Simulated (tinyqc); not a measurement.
Koster-Slater impurity in an sp3s* host, step by step. Values are carried at full precision from step to step, so a last printed digit may differ when a step is redone from the rounded ones.

sp3s* tight binding, nearest neighbours only: anion (a) at 0, cation (c) at a/4 (1,1,1), orbitals s, px, py, pz, s* on each; k in units of 2 pi/a. With phases e_j = exp(i (pi/2) k.n_j) for n = (1,1,1), (1,-1,-1), (-1,1,-1), (-1,-1,1): g0 = (e1+e2+e3+e4)/4, g1 = (e1+e2-e3-e4)/4, g2 = (e1-e2+e3-e4)/4, g3 = (e1-e2-e3+e4)/4. The diagonal holds the levels Esa, Epa, Exa (s*) and Esc, Epc, Exc. Anion-cation block: <sa|sc> = Vss g0; <sa|xc> = Vsapc g1; <xa|sc> = -Vscpa g1; <xa|xc> = Vxx g0; <xa|yc> = <ya|xc> = Vxy g3, <xa|zc> = <za|xc> = Vxy g2, <ya|zc> = <za|yc> = Vxy g1; <s*a|xc> = Vxapc g1; <xa|s*c> = -Vpaxc g1; y and z take g2 and g3 in place of g1; s-s* and s*-s* vanish.

Parameters, chosen for this exercise (out of a larger set: near a published set for GaAs; not measured data):
- p = (-8.356, 1.037, -2.667, 3.698, 8.531, 6.727, -6.437, 1.95, 5.078, 4.491, 5.784, 4.841, 4.791) eV (order Esa, Epa, Esc, Epc, Exa, Exc, Vss, Vxx, Vxy, Vsapc, Vscpa, Vxapc, Vpaxc)
- N = 6 (mesh)
- V = -40.5 eV (shift of the s level)

## The gap of the host

Gaps from the top of the valence band to Gamma, to the minimum on (x,0,0) from 0.5 to 1, and to L; the smallest is Eg.

top of the valence band on the scale of the parameters = 0.0068 eV

gaps (eV): Gamma 1.5191, Delta 2.0261, L 1.6797

Eg (smallest gap of the host) = 1.5191 eV

## Where the weight lies

A defect on an anion site (a) shifts the s level there by Vs or the three p levels by Vp and leaves the rest. A level in the gap solves 1/Vs = G_s(E) (symmetry A1) or 1/Vp = G_p(E) (T2, threefold), with G(E) = (1/N^3) sum over k and bands of w/(E - e), where w is the weight of the state on the s orbital of that site, or the mean weight on its px, py, pz. Mesh: k = f1 (-1,1,1) + f2 (1,-1,1) + f3 (1,1,-1), f = (j + 1/2)/N, j = 0 to N - 1. Energies from the top of the valence band at Gamma; the s* orbital of the site is left as it is. An infinite shift removes the s or p orbitals, the model of the ideal vacancy: G(E) = 0.

For each band: mean energy over the mesh and summed weights; each column of weights adds to one.

Bands:
```
band  mean energy (eV)  s weight  p weight
1              -10.872    0.7654    0.0060
2               -6.148    0.0856    0.1352
3               -2.276    0.0040    0.2133
4               -1.804    0.0013    0.2206
5                2.168    0.1146    0.0340
6                3.013    0.0167    0.0656
7                6.527    0.0001    0.1111
8                6.948    0.0002    0.1134
9                9.452    0.0021    0.0863
10              11.363    0.0101    0.0145
```

The filled bands hold 0.856 of the s orbital and 0.575 of each p orbital of the anion. Filled states add positive terms to G in the gap and empty ones negative terms.

## Green functions across the gap

G at nine energies E = Eg j/8.

G(E) (1/eV):
```
E (eV)       G_s       G_p
0.0000   0.02988   0.24067
0.1899   0.02194   0.17750
0.3798   0.01299   0.14184
0.5697   0.00251   0.11402
0.7596  -0.01023   0.08982
0.9495  -0.02647   0.06713
1.1394  -0.04844   0.04428
1.3293  -0.08085   0.01919
1.5191  -0.13648  -0.01221
```

Both fall with E, as dG/dE = -sum w/(E - e)^2 demands. G_s changes sign, so the vacancy has a level of this symmetry in the gap. G_p changes sign, so the vacancy has a level of this symmetry in the gap.

## A first estimate from the table

A defect that shifts the s level of its anion site by V has a level where the host Green function G_s(E) equals 1/V; E is counted from the top of the valence band. Find it by linear interpolation between the two rows that bracket it.

1/V = -0.02469 1/eV
estimated level = 0.929 eV

## The level and its weight on the defect

Solve by bisection with the full sum. The weight of the bound state on the shifted orbital is G^2/(-G'), which is also dE/dV.

level = 0.9310 eV
G'(E) = -0.09517 1/eV^2
weight on the defect orbital = 0.0064

The level lies 0.931 eV above the valence band and 0.588 eV below the conduction band. Only 0.6 % of it sits on the shifted orbital, the rest on other orbitals (the s* of the same site among them), so a shift of 1 eV moves the level by about 6 meV.

## Checks

- Sum of the s weights over all bands against one: both 1.00000.
- First moment of the s weights against the s level of the site, on the scale of the parameters: both -8.35600.

(tinyqc, `OMP_NUM_THREADS=1 python tinyqc.py 1481918 1481919 out.jsonl`, Intel(R) Xeon(R) Processor @ 2.30GHz, 1 thread, shared host, about 0.01 s.)
